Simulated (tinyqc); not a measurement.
Epitaxial growth on a vicinal surface: Burton-Cabrera-Frank step flow, step-edge barrier and island nucleation: one step, computed by the program tinyqc.

Adatoms land at rate F, hop on a square grid (a simplification for hexagonal faces), desorb, or join steps. Lengths are in units of a and n is the adatom coverage. Steps ascend at x = 0 and descend at x = l.

Task: Scales. D = nu exp(-E_d/(k_B T)) (a^2/s, nu counted per direction); tau = exp(E_a/(k_B T))/nu; x_s = sqrt(D tau); n_eq = exp(-E_f/(k_B T)); terrace width l = h/(a tan(miscut)); Schwoebel length l_s = exp(E_s/(k_B T)) - 1. Temperatures in kelvin are T(C) + 273.15.

Inputs (values chosen for the exercise, close to those used for GaN(0001)):
```
quantity                     value      unit
site spacing a                3.19  angstrom
step height h                 2.59  angstrom
diffusion barrier E_d          1.2        eV
desorption energy E_a         2.96        eV
adatom formation energy E_f   1.14        eV
step-edge barrier E_s         0.18        eV
attempt frequency nu            10       THz
miscut angle                   0.2   degrees
temperature T                  820         C
```

Constants: k_B = 8.617333262e-05 eV/K.

Give: D; lifetime tau; diffusion length x_s; equilibrium coverage n_eq; terrace width l; Schwoebel length l_s.

Result:

D = 2.935e+07 a^2/s

lifetime tau = 4.432 s

diffusion length x_s = 11405 a

equilibrium coverage n_eq = 5.549e-06

terrace width l = 232.6 a

Schwoebel length l_s = 5.759 a

l/x_s = 0.0204: nearly every adatom reaches a step.
